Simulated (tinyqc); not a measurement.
Koster-Slater impurity in a tight-binding band, by Green functions and by supercells: one step, computed by the program tinyqc.

One orbital per site, e(k) = -2 t sum cos(k_i) over 2 direction(s), band from -4 t to 4 t, lattice constant 1. One site has the extra energy U. Spin is left out.

Task: Scattering. T = U/(1 - U G0); phase shift delta = -arg(1 - U G0) in (-pi, pi]; host density of states -Im G0/pi; on the impurity -Im[G0/(1 - U G0)]/pi; lifetime of a band state hbar/(-2 c Im T).

Inputs (values chosen for the exercise, for a model band): impurity potential U = 1.58 eV; impurity concentration c = 0.01 per site.

Lattice: square.

G0(E + i eta) = 0.4537649-0.3923921i 1/eV

Constants: hbar = 6.582119569e-16 eV s.

Give: T matrix; phase shift delta; host density of states; density of states on the impurity; scattering lifetime.

Result:

T matrix = 0.963-2.109i eV

phase shift delta = -1.143 rad

host density of states = 0.1249 1/eV

density of states on the impurity = 0.2689 1/eV

scattering lifetime = 15.61 fs

The Born approximation would take Im T = U^2 Im G0 = -0.980 eV, 0.464 times the full value.
